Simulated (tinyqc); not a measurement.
# Inputs raised by 5 %, one at a time

Model: equation-of-state fits to an energy-volume table made by a known binding curve. Computed by tinyqc, a small Python program. Command: `OMP_NUM_THREADS=1 python tinyqc.py 3025697 3025698 out.jsonl eosfit sens`. One thread of a shared host (Intel(R) Xeon(R) Processor @ 2.30GHz), about 0.06 s of CPU time with the checks.

With x = (V/V_0)^(1/3), the energy per atom is E = D [m x^-n - n x^-m]/(n - m), so that B0 = D n m/(9 V_0) and B' = (n + m + 6)/3. B' = dB/dP at P = 0.

Inputs (values chosen for the exercise, for a model crystal):
```
quantity,value,unit
cohesive energy D,4.72,eV/atom
true volume V_0,20.8,angstrom^3/atom
repulsive exponent n,8,-
attractive exponent m,1,-
half-width of the volume window w,0.12,-
shift of the window centre s,0.02,-
points N,9,-
compression V/V_0 for the pressure test,0.9,-
```

Binding curve: Mie. Noise: none.

Constants: 1 eV/angstrom^3 = 160.2176634 GPa.

Method:
- B0 and B' from the formulas above; P = -dE/dV at V = c V_0 (c the compression chosen), from the curve itself.
- Table: V_j = V_0 [1 + s + w (2 j/(N - 1) - 1)], j = 0..N-1, rounded to 0.001; E_j from the curve, rounded to 1e-7 eV.
- Third-order Birch-Murnaghan is a cubic in u = V^(-2/3): fit it by linear least squares, find the minimum, and take B0 = V E''(V), B' = -1 - V E'''/E'' there.
- Errors are fitted minus exact, relative; the pressure at c V_0 uses P = (3 B0/2) (x^7 - x^5) [1 + (3/4)(B' - 4)(x^2 - 1)], x = (V0/V)^(1/3) with the fitted values.

Runs:
```
input moved,from,to,exact B',exact pressure at c V_0 (GPa),fitted B0 (GPa),fitted pressure at c V_0 (GPa)
base run,-,-,5.0000,4.4422,32.353,4.4372
cohesive energy D (eV/atom),4.72,4.956,5.0000,4.6643,33.971,4.6590
true volume V_0 (angstrom^3/atom),20.8,21.84,5.0000,4.2307,30.813,4.2259
repulsive exponent n,8,8.4,5.1333,4.6986,33.980,4.6920
attractive exponent m,1,1.05,5.0167,4.6683,33.970,4.6630
half-width of the volume window w,0.12,0.126,5.0000,4.4422,32.357,4.4380
compression V/V_0 for the pressure test,0.9,0.945,5.0000,2.1075,32.353,2.1086
```

Exponents ln(y'/y) / ln(x'/x):
```
input,exact B',exact pressure at c V_0,fitted B0,fitted pressure at c V_0
cohesive energy D,0.000,1.000,1.000,1.000
true volume V_0,0.000,-1.000,-1.000,-1.000
repulsive exponent n,0.539,1.150,1.005,1.144
attractive exponent m,0.068,1.017,1.000,1.017
half-width of the volume window w,0.000,0.000,0.003,0.004
compression V/V_0 for the pressure test,0.000,-15.283,0.000,-15.249
```

Among the inputs moved here: exact B' answers most in size to repulsive exponent n (exponent +0.539), next to attractive exponent m (+0.068); its exponent is below 0.0005 for cohesive energy D, true volume V_0, half-width of the volume window w, compression V/V_0 for the pressure test. Exact pressure at c V_0 answers most in size to compression V/V_0 for the pressure test (exponent -15.283), next to repulsive exponent n (+1.150); its exponent is below 0.0005 for half-width of the volume window w. Fitted B0 answers most in size to repulsive exponent n (exponent +1.005), and about equally to cohesive energy D (+1.000), true volume V_0 (-1.000), attractive exponent m (+1.000); its exponent is below 0.0005 for compression V/V_0 for the pressure test. Fitted pressure at c V_0 answers most in size to compression V/V_0 for the pressure test (exponent -15.249), next to repulsive exponent n (+1.144).
